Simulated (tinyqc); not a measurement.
Overlap of hydrogenic dopants: pairs, impurity band and the Mott density, step by step. Values are carried at full precision from step to step, so a last printed digit may differ when a step is redone from the rounded ones.

Ry* = Ry m/eps^2, aB = a0 eps/m. For 1s orbitals a distance rho = R/aB apart, in Ry*: overlap S = exp(-rho)(1 + rho + rho^2/3), J = (2/rho)(1 - (1 + rho) exp(-2 rho)) (attraction to the other ion), Kx = 2 (1 + rho) exp(-rho) (exchange of one electron). One electron on a pair has E = -1 - (J +/- Kx)/(1 +/- S), without the repulsion 2/rho of the ions. Hopping after orthogonalisation: t = (Kx - S J)/(1 - S^2), half the splitting. Dopants on a lattice with z neighbours, n = (3 sqrt3/4)/R^3 (bcc), give a band of width B = 2 z t, as on any lattice of two interpenetrating sublattices. Valleys, central cells and disorder are left out.

Constants: Ry = 13.60569312 eV; a0 (Bohr radius) = 0.5291772105 angstrom; hbar = 6.58211957e-16 eV s.

Values chosen for the exercise (an isotropic mass and dielectric constant of the size used for donors in GaN; the results hold for these values, not for the real material): m = 0.195 m0 (mass); eps = 9.6 (dielectric constant); N = 0.003 1/aB^3 (dopant density); rho = 4.6 aB (distance of a pair); u = 0.945 Ry* (cost of a second electron on one dopant); z = 8 (neighbours in the dopant lattice).

## Scales

Form Ry*, aB, and the density N in 1/cm^3 (1/angstrom^3 = 1e24/cm^3).

Ry* = 28.788 meV
aB = 26.052 angstrom
density = 1.697e+17 1/cm^3

## A pair with one electron

Form S, J, Kx, the two levels, t, and the total energy of the lower state with the repulsion, relative to a distant pair (-1).

S, J, Kx: 0.12719  0.43454  0.11258

levels (Ry*): even -1.48538, odd -1.36887

t = 0.05825 Ry*
energy of the pair against a distant one (negative: bound) = -0.05060 Ry*

In this host the pair is 12.0 nm long and its splitting 2t is 3.35 meV.

## The pair with two electrons (two-site Hubbard model)

t is the hopping between the two dopants. Singlet at (u - sqrt(u^2 + 16 t^2))/2 below the triplet at 0; estimate 4 t^2/u; weight of double occupancy (1 - u/sqrt(u^2 + 16 t^2))/2; swap time pi hbar/Jx with Jx the splitting in eV. t and u are in units of Ry*.

singlet-triplet splitting (meV): exact 0.4074, 4 t^2/u 0.4135

double occupancy = 0.0145
swap time = 5.08 ps

The estimate is 1.5 % too high at 4t/u = 0.25.

## The impurity band at this density

Form R/aB, t, B = 2 z t and N^(1/3) aB. Two estimates of the gap between the Hubbard bands: u - B (rigid bands, closing at B = u) and the Hubbard-III rule, which closes at B = (2/sqrt3) u; give B/u.

R/aB = 7.5654
t = 0.00509 Ry*

B: in Ry* 0.081, in meV 2.344

N^(1/3) aB = 0.1442
B/u = 0.086

Both rules leave a gap: an insulator at T = 0. Mott's screening rule, N^(1/3) aB = 0.26, puts this density on the insulating side.

## Checks

- Overlap S against numerical integration in elliptic coordinates: both 0.12719.

Program tinyqc; command `OMP_NUM_THREADS=1 python tinyqc.py 1481213 1481214 out.jsonl`; about 0.01 s on one thread of a shared Intel(R) Xeon(R) Processor @ 2.30GHz.
